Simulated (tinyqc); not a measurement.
Tight-binding t2g bands of a cubic perovskite: one step. Levels and orbital weights. Five cases, with inputs chosen for the exercise.

Question. Diagonalise; the levels are twofold; weights summed over spin and averaged over the pair.

Case 1.

H(k) (eV), lower triangle (Hermitian):
```
            yz+         zx+        xy+        yz-       zx-       xy-
yz+    0.380198
zx+  -0.015333i    0.717938
xy+           0           0   0.633171
yz-           0           0   0.015333   0.380198
zx-           0           0  0.015333i  0.015333i  0.717938
xy-   -0.015333  -0.015333i          0          0         0  0.633171
```

Case 2.

H(k) (eV), lower triangle (Hermitian):
```
            yz+         zx+        xy+        yz-       zx-       xy-
yz+    0.599593
zx+  -0.122000i    0.282333
xy+           0           0   0.402999
yz-           0           0   0.122000   0.599593
zx-           0           0  0.122000i  0.122000i  0.282333
xy-   -0.122000  -0.122000i          0          0         0  0.402999
```

Case 3.

H(k) (eV), lower triangle (Hermitian):
```
            yz+         zx+        xy+        yz-       zx-       xy-
yz+    0.373122
zx+  -0.015333i    0.170072
xy+           0           0   0.388262
yz-           0           0   0.015333   0.373122
zx-           0           0  0.015333i  0.015333i  0.170072
xy-   -0.015333  -0.015333i          0          0         0  0.388262
```

Case 4.

H(k) (eV), lower triangle (Hermitian):
```
            yz+         zx+        xy+        yz-       zx-       xy-
yz+    0.725862
zx+  -0.006667i    1.009731
xy+           0           0   0.893697
yz-           0           0   0.006667   0.725862
zx-           0           0  0.006667i  0.006667i  1.009731
xy-   -0.006667  -0.006667i          0          0         0  0.893697
```

Case 5.

H(k) (eV), lower triangle (Hermitian):
```
            yz+         zx+        xy+        yz-       zx-       xy-
yz+    0.459582
zx+  -0.010333i    0.785113
xy+           0           0   1.167854
yz-           0           0   0.010333   0.459582
zx-           0           0  0.010333i  0.010333i  0.785113
xy-   -0.010333  -0.010333i          0          0         0  1.167854
```

Give: levels; weights.

Answer.

Case 1.

levels (eV): 0.3787  0.6311  0.7216

weights:
```
    pair 1  pair 2  pair 3
yz   0.995   0.002   0.003
zx   0.002   0.033   0.965
xy   0.003   0.964   0.032
```

The lowest pair is 99 % yz.

Case 2.

levels (eV): 0.2014  0.3638  0.7197

weights:
```
    pair 1  pair 2  pair 3
yz   0.017   0.313   0.670
zx   0.777   0.098   0.126
xy   0.206   0.590   0.204
```

The lowest pair is 78 % zx.

Case 3.

levels (eV): 0.1680  0.3637  0.3997

weights:
```
    pair 1  pair 2  pair 3
yz   0.005   0.708   0.288
zx   0.991   0.001   0.008
xy   0.004   0.292   0.704
```

The lowest pair is 99 % zx.

Case 4.

levels (eV): 0.7255  0.8935  1.0103

weights:
```
    pair 1  pair 2  pair 3
yz   0.998   0.001   0.001
zx   0.001   0.004   0.996
xy   0.001   0.995   0.003
```

The lowest pair is 100 % yz.

Case 5.

levels (eV): 0.4591  0.7851  1.1683

weights:
```
    pair 1  pair 2  pair 3
yz   0.999   0.001   0.000
zx   0.001   0.998   0.001
xy   0.000   0.001   0.999
```

The lowest pair is 100 % yz.

Computed by tinyqc, one run a case: `OMP_NUM_THREADS=1 python tinyqc.py N N+1 out.jsonl` with N = 1451105, 1451525, 1451761, 1451812, 1451985; one thread of a shared Intel(R) Xeon(R) Processor @ 2.30GHz, about 0.01 s a run at most.
